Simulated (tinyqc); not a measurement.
# Changing the temperature T

Model: regular and subregular solution with a miscibility gap. Computed by tinyqc, a small Python program. Command: `OMP_NUM_THREADS=1 python tinyqc.py 3004808 3004809 out.jsonl regsol sweep`. One thread of a shared host (Intel(R) Xeon(R) Processor @ 2.30GHz), about 0.01 s of CPU time with the checks.

Per mole of mixing sites: G(x) = x (1 - x) [L0 + L1 (1 - 2x)] + R T [x ln x + (1 - x) ln(1 - x)], x the fraction of B.

Inputs (values chosen for the exercise, for a model semiconductor alloy): lattice constant a_A = 5.869 angstrom; lattice constant a_B = 6.058 angstrom; constant K = 49400 kJ angstrom^2.5/mol; asymmetry L1 = 0 kJ/mol; overall fraction x0 = 0.36; start value s0 = 0.02.

Source of L0: delta-lattice-parameter rule.

Constants: R = 8.314462618 J/(mol K).

Method:
- A bonding enthalpy -K a^(-2.5) with a linear in x gives L0 = 4.375 K (a_A - a_B)^2/abar^4.5, abar the mean lattice constant; eta = (a_B - a_A)/abar.
- The spinodal is G'' = 0, R T_s(x) = x (1 - x) [2 L0 + 6 L1 (1 - 2x)]; the critical point is its maximum.
- G' = L0 (1 - 2x) + L1 (1 - 6x + 6x^2) + R T ln[x/(1 - x)]; G'' = -2 L0 - 6 L1 (1 - 2x) + R T/[x (1 - x)].
- Solve G'' = 0 on each side of x_c.
- Common tangent: F1 = G'(x1) - G'(x2) = 0 and F2 = [G - x G'](x1) - [G - x G'](x2) = 0. Newton step: J = [[G''(x1), -G''(x2)], [-x1 G''(x1), x2 G''(x2)]], J dx = -F; a step that would leave 0 < x < 1 is halved until it stays inside. The start is x1 = s0, x2 = 1 - s0.
- Stop when the step is below 1e-12, or when x1 and x2 meet within 1e-5; residuals under 1e-7 are shown as 0.
- Inside the gap the B-rich phase has the fraction f = (x0 - x1)/(x2 - x1), and the gain is (1 - f) G(x1) + f G(x2) - G(x0); outside it one phase remains.

One run for each value; columns: (1) temperature T (K); (2) solubility limit x1; (3) spinodal x_s1; (4) spinodal x_s2; (5) solubility limit x2; (6) free energy of decomposition (J/mol):
```
(1)          (2)      (3)      (4)      (5)      (6)
29.7  4.0202e-05  0.05211  0.94789  0.99996  -414.57
36.3  2.5405e-04  0.06454  0.93546  0.99975  -378.78
42.9  9.1565e-04  0.07733  0.92267  0.99908  -343.17
49.5  2.3648e-03  0.09052  0.90948  0.99764  -307.95
56.1  4.9373e-03  0.10415  0.89585  0.99506  -273.38
62.7  8.9319e-03  0.11827  0.88173  0.99107  -239.75
69.3  1.4609e-02  0.13293  0.86707  0.98539  -207.36
75.9  2.2204e-02  0.14819  0.85181  0.97780  -176.50
82.5  3.1946e-02  0.16416  0.83584  0.96805  -147.42
```

Over the rows, solubility limit x1 rises from 4.02e-5 to 0.0319 (exponent d ln y / d ln x 9.2 between the first rows and 4.4 between the last); spinodal x_s1 rises from 0.0521 to 0.164 (exponent d ln y / d ln x 1.1 between the first rows and 1.2 between the last); spinodal x_s2 falls from 0.948 to 0.836 (exponent d ln y / d ln x -0.066 between the first rows and -0.23 between the last). An Arrhenius slope -R d ln x1/d(1/T) gives 2.50 kJ/mol between the first rows and 2.87 between the last; in the dilute limit it tends to L0 + L1.

Caution (all rows): at such a low temperature diffusion in a solid alloy is normally frozen, so this equilibrium would not be reached.
